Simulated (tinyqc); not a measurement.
Fully depleted semiconductor-on-insulator film with two gates, non-linear Poisson equation by Newton steps: one step of the calculation.

One dimension across the film, front interface at x = 0, back interface at x = ts. psi is counted from the intrinsic level, n = ni exp(psi/Vt) (source grounded), holes neglected, acceptors ionised. Gates act through Cox = eps0 eox/tox and Cbox = 3.9 eps0/tb with potentials G1 = Vg - (phiM - chi - Vt ln(Nc/ni)) and G2 = Vb - (phiB - chi - Vt ln(Nc/ni)). Classical Boltzmann densities, no interface charge, no depletion in the back plane.

Task. Density, residual and Jacobian diagonal. Nodes 0 to 9, h = ts/9, box widths w = h (h/2 at both ends), a = eps0 eps_r/h. F_i = a (psi_(i+1) - 2 psi_i + psi_(i-1)) - q w_i (n_i + Na); F_0 = a (psi_1 - psi_0) + Cox (G1 - psi_0) - q w_0 (n_0 + Na); F_9 = a (psi_8 - psi_9) + Cbox (G2 - psi_9) - q w_9 (n_9 + Na). Diagonal b_i = -2 a - q w_i n_i/Vt, with -a - Cox and -a - Cbox in place of -2 a at the ends.

Inputs (values chosen for the exercise); band and dielectric values close to those of germanium:
- T = 300 K (temperature)
- eox = 3.9 (relative permittivity of the gate insulator (close to silicon dioxide))
- tox = 2.4 nm (insulator thickness)
- ts = 17 nm (film thickness)
- tb = 37 nm (buried-oxide thickness (eps_r 3.9))
- Na = 2.4e16 cm^-3 (acceptor density of the film)

Constants: q = 1.602176634e-19 C, kB = 1.380649e-23 J/K, Vt = kB T/q, eps0 = 8.8541878128e-14 F/cm where lengths are in cm. Results are converted to the units shown.

psi after iteration 1, node 0 to 9 (V): [0.40005817, 0.38649468, 0.37491768, 0.36521466, 0.35729133, 0.35107067, 0.34649224, 0.34351154, 0.34209960, 0.34224270]
ni = 2.7188616e13 cm^-3
a = 7.5000179 uF/cm^2
G1 = 0.75256239 V
G2 = 0.63256239 V

Find: n; residual F; diagonal b.

Result.

n, node 0 to 9 (cm^-3): [1.429e20, 8.457e19, 5.404e19, 3.713e19, 2.733e19, 2.148e19, 1.800e19, 1.604e19, 1.518e19, 1.527e19]
residual F, node 0 to 9 (in units of 1e-6 C/cm^2): [-1.757, -2.545, -1.622, -1.111, -0.815, -0.639, -0.533, -0.474, -0.449, -0.205]
diagonal b, node 0 to 9 (F/cm^2): [-9.259e-5, -1.140e-4, -7.826e-5, -5.847e-5, -4.699e-5, -4.015e-5, -3.607e-5, -3.377e-5, -3.278e-5, -1.653e-5]

tinyqc, about 0.3 s, one thread, Intel Xeon 2.30GHz (shared host): `OMP_NUM_THREADS=1 python tinyqc.py 2190031 2190032 out.jsonl`
